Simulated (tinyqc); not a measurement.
# Threshold of a short bulk MOSFET: charge sharing, barrier lowering, narrow width: two studies

n-channel device on a p-type body, depletion approximation, full ionisation. Uniform doping N = Na. Vbi from Boltzmann statistics is rough for the degenerate source. Cox = eps0 eox/tox.

Parameters, values chosen for the exercise; band and dielectric values close to those of silicon:
```
symbol,value,unit,meaning
T,300,K,temperature
Eg,1.1,eV,band gap
eps_r,11.6,,relative permittivity
Nc,2.83e19,cm^-3,conduction-band density of states at T
Nv,2.6e19,cm^-3,valence-band density of states at T
eox,24.4,,relative permittivity of the gate insulator (close to zirconium oxide)
tox,12,nm,insulator thickness
Na,3.8e17,cm^-3,channel doping
Nsd,1e20,cm^-3,source and drain doping
Vfb,-0.77,V,flat-band voltage for the doping Na
xj,40,nm,junction depth
Vbs,0,V,body-source voltage
Vds,1.2,V,drain-source voltage
W,1400,nm,gate width
xw,0,,shape factor of the fringing depletion at the width edges
L,160,nm,channel length
```

Constants: q = 1.602176634e-19 C, kB = 1.380649e-23 J/K, Vt = kB T/q, eps0 = 8.8541878128e-14 F/cm where lengths are in cm. Results are converted to the units shown.

Each table varies one quantity; the others keep the values above.

## Threshold roll-off against channel length

ni = sqrt(Nc Nv) exp(-Eg/(2 Vt)), Eg in volts; 2 pB = 2 Vt ln(N/ni); flat band Vfb - Vt ln(N/Na); Wd = sqrt(2 eps0 eps_r (2 pB - Vbs)/(q N)); body term q N Wd/Cox; long-channel VT0 = flat band + 2 pB + body term; Vbi = Vt ln(N Nsd/ni^2); scale length l = sqrt((eps_r/eox) tox Wd). Charge sharing (trapezoid; it ignores Vds): F = (xj/L)(sqrt(1 + 2 Wd/xj) - 1), lowering = body term times F. Barrier lowering: th = exp(-L/(2 l)) + 2 exp(-L/l), lowering = th [2 (Vbi - 2 pB) + Vds], DIBL = th. Narrow width: rise = body term times xw Wd/W. VT by each model = VT0 - lowering + rise. DIBL under 0.001 mV/V is printed as 0.

The same in every row: N (cm^-3) = 3.8000e17; VT0 (V) = 0.29352.

Threshold roll-off against channel length:
```
L (nm)     L/l         F  DIBL (mV/V)  VT, charge sharing (V)  VT, barrier lowering (V)
56      3.1768   0.66401       287.69                 0.17121                  -0.13460
81      4.5950   0.45907       120.71                 0.20896                   0.11388
120     6.8074   0.30987       35.460                 0.23644                   0.24075
170     9.6439   0.21873       8.1808                 0.25323                   0.28135
240     13.615   0.15494       1.1080                 0.26498                   0.29187
350     19.855   0.10624     0.048818                 0.27395                   0.29345
510     28.932  0.072911            0                 0.28009                   0.29352
730     41.412  0.050938            0                 0.28414                   0.29352
1100    62.402  0.033804            0                 0.28729                   0.29352
```

What does the comparison show?

VT by barrier lowering rises from -0.135 to 0.294 V and VT by charge sharing rises from 0.171 to 0.287 V. DIBL is under 100 mV/V from L = 120 nm on among the rows (th = 0.1 at L/l = 4.92). For L = 56 F exceeds 0.5: the shares of source and drain overlap, and the trapezoid formula no longer holds. For L = 56 DIBL exceeds 250 mV/V, where the barrier formula is rough.

## Effect of the junction depth

Same model as above.

The same in every row: N (cm^-3) = 3.8000e17; VT0 (V) = 0.29352; L/l = 9.0766; DIBL (mV/V) = 10.920; VT, barrier lowering (V) = 0.27727.

Effect of the junction depth:
```
xj (nm)        F  VT, charge sharing (V)
5        0.11793                 0.27180
8.5      0.14434                 0.26693
14       0.17179                 0.26188
24       0.20303                 0.25612
41       0.23378                 0.25046
70       0.26199                 0.24526
120      0.28593                 0.24085
200      0.30357                 0.23760
```

As xj goes from 5 to 200, VT0 stays at 0.294 V, DIBL stays at 10.9 mV/V, F rises from 0.118 to 0.304 and VT by barrier lowering stays at 0.277 V. The junction depth enters only the charge-sharing model.

tinyqc, about 0.01 s, one thread, Intel Xeon 2.30GHz (shared host): `OMP_NUM_THREADS=1 python tinyqc.py 2002034 2002035 out.jsonl`
